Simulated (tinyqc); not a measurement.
Formation energy of a charged point defect from supercell energies: one step, computed by the program tinyqc.

The host is a compound AB. Making the defect adds n_A = 0, n_B = -1 atoms to the cell. All total energies are inputs. E_F is counted from the valence-band maximum (VBM); x = 0 is A-rich and x = 1 B-rich growth.

Task: Image-charge corrections. Image-charge correction of a point charge in a neutralising background: E_corr = q^2 alpha e^2/(4 pi eps_0) / (2 eps L), alpha = 2.837297 for a sc array with L the cube root of the volume.

Inputs (values chosen for the exercise, with gap and screening modelled on ZnSe): dielectric constant eps = 8.93; cell length L = 17.4 angstrom.

Defect: vacancy of B. Supercell lattice: sc.

charge states q: [1, 0, -1]

Constants: e^2/(4 pi eps_0) = 14.39964548 eV angstrom.

Give: E_corr.

Result:

E_corr (eV): (q=+1) 0.13147, (q=0) 0.00000, (q=-1) 0.13147
